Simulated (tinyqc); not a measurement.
Voltage acceleration of oxide breakdown, four models on the same data: one step of the calculation.

Field E = V/tox in MV/cm. Models: ln(t63/1 s) = a - c X with X = E (E model), -1/E (1/E model), ln V (power law, c the exponent n) or sqrt(E).

Problem. Projection to use conditions. Project to Vu, multiply by exp[(Ea q/kB)(1/Tu - 1/Ts)] and by ks; ten years are 3.15576e8 s. The largest voltage for ten years solves the same relation for V.

Inputs (values chosen for the exercise):
```
symbol   value  unit                         meaning
tox          1    nm                 oxide thickness
Vu        0.83     V                     use voltage
Ts         373     K              stress temperature
Tu         328     K                 use temperature
Ea        0.55    eV               activation energy
ks      7.1e-6        factor for area and percentile
```

Constants: q = 1.602176634e-19 C, kB = 1.380649e-23 J/K. Results are converted to the units shown.

```
model           c           a
E       2.4999496   48.686490
1/E     674.18173  -33.846835
power   41.212618   27.862103
sqrt E  20.320190   89.871502
```

Wanted: temperature factor; lifetime; largest voltage for ten years.

Solution.

temperature factor = 10.460

```
model   lifetime (years)  largest voltage for ten years (V)
E                 3.1955                            0.78437
1/E             8.8821e8                             1.0714
power             6412.9                            0.97093
sqrt E            95.053                            0.89508
```

The lifetimes span 8.44 decades, from the E model (most cautious) to the 1/E model; the allowed voltage spans 0.784 to 1.07 V. 3 of the four models pass ten years at Vu. Lifetimes beyond a thousand years are formal extrapolations.

Range of the model: All four laws are empirical fits; none is established far below the stress range.

Numbers from tinyqc (`OMP_NUM_THREADS=1 python tinyqc.py 2070096 2070097 out.jsonl`; about 0.01 s on one thread of a shared Intel Xeon 2.30GHz).
